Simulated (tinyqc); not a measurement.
Inside a calculation. Model: free and trapped electrons in a MOS channel with a dense trap tail.

Computed by the program tinyqc: `OMP_NUM_THREADS=1 python tinyqc.py 2222107 2222108 out.jsonl`, one thread of a shared Intel Xeon 2.30GHz, about 0.02 s for the whole run. Printed values are rounded.

p-type body, charge-sheet picture, full ionisation (an idealisation for deep acceptors), Boltzmann statistics for free electrons. e = Ec - EF at the surface. Acceptor-like traps of density D(E) = D0 + De exp(-E/Ew) at depth E below Ec, from 0 to Eu, hold n_t = integral of D(E)/(1 + exp((e - E)/Vt)). psi = Eg - Vt ln(Nv/Na) - e; N_dep = sqrt(2 eps0 eps_r Na (psi - Vt)/q); n_f = sqrt(N_dep^2 + 2 eps0 eps_r Vt Nc exp(-e/Vt)/q) - N_dep; Vg = Vfb + psi + q (N_dep + n_t + n_f)/Cox, Cox = eps0 eox/tox.

Parameters, values chosen for the exercise; band and dielectric values close to those of silicon: temperature T = 250 K; band gap Eg = 1.12 eV; relative permittivity eps_r = 11.5; conduction-band density of states at T Nc = 2.11e19 cm^-3; valence-band density of states at T Nv = 2.01e19 cm^-3; relative permittivity of the insulator eox = 3.9; insulator thickness tox = 34 nm; acceptor density Na = 4.6e16 cm^-3; flat-band voltage without trapped charge Vfb = -0.69 V; constant background density of acceptor-like traps D0 = 1.6e10 cm^-2 eV^-1; density of the tail at the conduction edge De = 4.4e12 cm^-2 eV^-1; decay energy of the tail Ew = 0.13 eV; depth below Ec down to which the traps reach Eu = 0.78 eV; mobility of free electrons mf = 120 cm^2/(V s); Ec - EF at the surface e = 0.126 eV.

Constants: q = 1.602176634e-19 C, kB = 1.380649e-23 J/K, Vt = kB T/q, eps0 = 8.8541878128e-14 F/cm where lengths are in cm. Results are converted to the units shown.

## Trapped charge

Trapezoid rule on 14 equal steps from 0 to Eu, f = 1/(1 + exp((e - E)/Vt)).

```
point	E (eV)	D(E) f (cm^-2 eV^-1)
0	0	1.269785e10
1	0.05571429	1.062985e11
2	0.1114286	6.347844e11
3	0.1671429	1.073407e12
4	0.2228571	7.994884e11
5	0.2785714	5.317576e11
6	0.3342857	3.522534e11
7	0.39	2.350620e11
8	0.4457143	1.587062e11
9	0.5014286	1.089644e11
10	0.5571429	7.656066e10
11	0.6128571	5.545158e10
12	0.6685714	4.170030e10
13	0.7242857	3.274218e10
14	0.78	2.690651e10
```

n_t = 2.355031e11 cm^-2

With 1600 steps n_t = 2.358e11 cm^-2; the coarse value is 0.14 % below it.

## Charges and gate voltage

psi, N_dep, n_f and Vg as defined, with the n_t given; free share n_f/(n_f + n_t); apparent mobility mf n_f/(n_f + n_t); gate voltage spent on traps q n_t/Cox.

psi = 0.8630201 V
N_dep = 7.014280e11 cm^-2
n_f = 1.177794e10 cm^-2
Vg = 1.669631 V
free share = 4.762977 %
apparent mobility = 5.715572 cm^2/(V s)
gate voltage spent on traps = 0.3715118 V
